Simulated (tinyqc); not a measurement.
From results back to parameters: phonon-assisted absorption at an indirect gap. Two cases, with inputs chosen for the exercise.

Problem. One phonon: alpha = A [N (E - Eg + w)^2 + (N + 1)(E - Eg - w)^2], each term only above its threshold, N = 1/(exp(w/kB Tm) - 1). The first two energies lie below the emission threshold and the third above it.

Constants: kB = 8.617333262e-05 eV/K.

Case 1.

Values chosen (out of a larger set: loosely those of Si at room temperature; Eg is not tied to T; not measured data): Es = (1.078, 1.148, 1.212) eV (three photon energies); Tm = 400 K.

alpha at the three energies (1/cm): 0.3519712  5.467123  21.00182

Case 2.

Values chosen (out of a larger set: loosely those of GaP at room temperature; Eg is not tied to T; not measured data): Es = (2.218, 2.274, 2.333) eV (three photon energies); Tm = 250 K.

alpha at the three energies (1/cm): 0.2530589  4.038123  23.20624

Find: slope sqrt(A N); threshold Eg - w; w; Eg; A.

Solution. sqrt(alpha) at the first two energies is a line with slope sqrt(A N) and intercept Eg - w. The excess at the third energy is A N exp(w/kB Tm) (E - (Eg - w) - 2w)^2, which has one root w with the emission threshold between the second and third energies.

Case 1.

slope sqrt(A N) = 24.93 1/(cm^(1/2) eV)
threshold Eg - w = 1.0542 eV
w = 58.8 meV
Eg = 1.113 eV
A = 2.8e+03 1/(cm eV^2)

Case 2.

slope sqrt(A N) = 26.90 1/(cm^(1/2) eV)
threshold Eg - w = 2.1993 eV
w = 46.7 meV
Eg = 2.246 eV
A = 5.6e+03 1/(cm eV^2)

Computed by tinyqc, one run a case: `OMP_NUM_THREADS=1 python tinyqc.py N N+1 out.jsonl` with N = 1680983, 1681042; one thread of a shared Intel(R) Xeon(R) Processor @ 2.30GHz, about 0.01 s a run at most.
